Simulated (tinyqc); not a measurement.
Worked calculation: CISD on RHF in the 6-311g basis, for He, spin multiplicity 1. One step of it, computed by the program tinyqc.

Problem. Iteration 5 (converged): orbitals. Diagonalise F' = X^T F X, C = X C', fill 1 alpha and 1 beta electrons from the bottom; D = 2 C_occ C_occ^T. Each column has its largest component positive (the first on a tie).

converged F (hartree):
```
           1He 1s     1He 2s     1He 3s
1He 1s   1.373498  -1.206232  -1.105840
1He 2s  -1.206232  -0.594454  -0.698399
1He 3s  -1.105840  -0.698399  -0.371933
```

X:
```
           1He 1s     1He 2s     1He 3s
1He 1s   1.316564  -0.645914   0.150682
1He 2s  -0.645914   1.855498  -0.771405
1He 3s   0.150682  -0.771405   1.436671
```

Give: F' = X^T F X; orbital energies; coefficients C; D after iteration 5.

Solution.

F' = X^T F X (hartree):
```
         1        2        3
1   3.8730  -3.1748  -0.1493
2  -3.1748   2.0937  -0.9315
3  -0.1493  -0.9315   0.2594
```

orbital energies (hartree): MO1 -0.9169, MO2 0.8294, MO3 6.3135

coefficients C:
```
           MO1      MO2      MO3
1He 1s  0.2636  -0.1380  -1.4439
1He 2s  0.4875  -1.1540   1.6988
1He 3s  0.3974   1.4279  -0.6963
```

D after iteration 5:
```
        1He 1s  1He 2s  1He 3s
1He 1s  0.1389  0.2570  0.2095
1He 2s  0.2570  0.4753  0.3875
1He 3s  0.2095  0.3875  0.3159
```
